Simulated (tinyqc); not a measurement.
# Inputs raised by 2 %, one at a time

Model: two-sublattice mean-field magnet: ferrimagnet, compensation points and susceptibility. Computed by tinyqc, a small Python program. Command: `OMP_NUM_THREADS=1 python tinyqc.py 3008047 3008048 out.jsonl ferri sens`. One thread of a shared host (Intel(R) Xeon(R) Processor @ 2.30GHz), about 0.01 s of CPU time with the checks.

A random alloy A(1-x)B(x) with H = -sum over pairs J S_i.S_j. a = <S_A> and b = <S_B> are taken along z, a > 0. Exchange fields: h_A = (1 - x) zJ_AA a + x zJ_AB b, h_B = (1 - x) zJ_AB a + x zJ_BB b; a = S_A B_(S_A)(S_A h_A/(k_B T)) and likewise for b, with the Brillouin function B_S(y) = [(2S + 1)/(2S)] coth[(2S + 1) y/(2S)] - [1/(2S)] coth[y/(2S)].

Inputs (values chosen for the exercise, for a model ferrimagnet):

| quantity | value | unit |
|---|---|---|
| spin S_A | 2.5 | - |
| spin S_B | 1.5 | - |
| fraction x of B sites | 0.42 | - |
| z J_AA | 18.8 | meV |
| z J_BB | 1.5 | meV |
| z J_AB | -5.4 | meV |
| T over T_c | 0.72 | - |
| largest number of steps | 3000 | - |

Constants: k_B = 8.617333262e-05 eV/K.

Method. Linearised, T (a, b) = M (a, b) with M_ij = S_i (S_i + 1) c_j zJ_ij/(3 k_B), c_A = 1 - x, c_B = x. T_c is the larger eigenvalue, and its eigenvector gives b/a at onset, (T_c - M_AA)/M_AB. Repeat from a = S_A, b = -S_B until a and b change by less than 1e-10.

Runs:

| input moved | from | to | T_c (K) | a | b |
|---|---|---|---|---|---|
| base run | - | - | 378.50 | 1.8132 | -0.30717 |
| fraction x of B sites | 0.42 | 0.4284 | 373.35 | 1.8138 | -0.30735 |
| z J_AA (meV) | 18.8 | 19.176 | 385.70 | 1.8126 | -0.30135 |
| z J_BB (meV) | 1.5 | 1.53 | 378.51 | 1.8132 | -0.30737 |
| z J_AB (meV) | -5.4 | -5.508 | 378.88 | 1.8138 | -0.31288 |
| T over T_c | 0.72 | 0.7344 | 378.50 | 1.7749 | -0.29500 |

Exponents ln(y'/y) / ln(x'/x):

| input | T_c | a | b |
|---|---|---|---|
| fraction x of B sites | -0.693 | 0.017 | 0.030 |
| z J_AA | 0.952 | -0.017 | -0.966 |
| z J_BB | 0.001 | 0.001 | 0.033 |
| z J_AB | 0.050 | 0.017 | 0.931 |
| T over T_c | 0.000 | -1.080 | -2.042 |

Among the inputs moved here: T_c answers most in size to z J_AA (exponent +0.952), next to fraction x of B sites (-0.693); its exponent is below 0.0005 for T over T_c. a answers most in size to T over T_c (exponent -1.080), next to fraction x of B sites (+0.017). b answers most in size to T over T_c (exponent -2.042), next to z J_AA (-0.966).

Extremes, crossings and ranges named in words are read from the listed rows.
